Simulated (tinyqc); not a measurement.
Length offset and series resistance from crossing lines.

Problem. R_total = Rs + k (L - dL)/Vo with constant Rs, dL and k. Find k, dL and Rs.

R_total at (L, Vo) = (30, 0.32), (90, 0.32), (30, 0.99) and (90, 0.99), L in nm and Vo in V (ohm um): 527.96875  1221.7188  312.77778  537.02020

Answer. At each overdrive R is a straight line in L with slope k/Vo; the two lines cross at L = dL, R = Rs.

k = 3.70 ohm um V/nm
dL = 2.50 nm
Rs = 210 ohm um

Numbers from tinyqc (`OMP_NUM_THREADS=1 python tinyqc.py 2282248 2282249 out.jsonl`; about 0.03 s on one thread of a shared Intel Xeon 2.30GHz).
